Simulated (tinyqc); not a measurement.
From results back to parameters: density of states of one tight-binding band on the simple cubic lattice. Three cases, with inputs chosen for the exercise.

Problem. For E(k) = -2 t (c1 + c2 + c3) - 4 t2 (c1 c2 + c2 c3 + c3 c1), ci = cos(2 pi ki), two differences between symmetry points are known: Gamma = (0, 0, 0), X = (1/2, 0, 0), M = (1/2, 1/2, 0), R = (1/2, 1/2, 1/2).

Find: t; t2; E(R) - E(M).

Method. E(Gamma) = -6t - 12 t2, E(X) = -2t + 4 t2, E(M) = 2t + 4 t2, E(R) = 6t - 12 t2.

Case 1.

E(X) - E(Gamma) = 4.9600 eV
E(M) - E(X) = 4.9600 eV

Solution.

t = 1.240 eV
t2 = 0.000 eV
E(R) - E(M) = 4.960 eV

Case 2.

E(X) - E(Gamma) = 4.5600 eV
E(M) - E(X) = 6.6400 eV

Solution.

t = 1.660 eV
t2 = -0.130 eV
E(R) - E(M) = 8.720 eV

Case 3.

E(X) - E(Gamma) = 8.2400 eV
E(M) - E(X) = 9.6800 eV

Solution.

t = 2.420 eV
t2 = -0.090 eV
E(R) - E(M) = 11.120 eV

Computed by tinyqc, one run a case: `OMP_NUM_THREADS=1 python tinyqc.py N N+1 out.jsonl` with N = 1652654, 1652670, 1652742; one thread of a shared Intel(R) Xeon(R) Processor @ 2.30GHz, about 0.3 s a run at most.
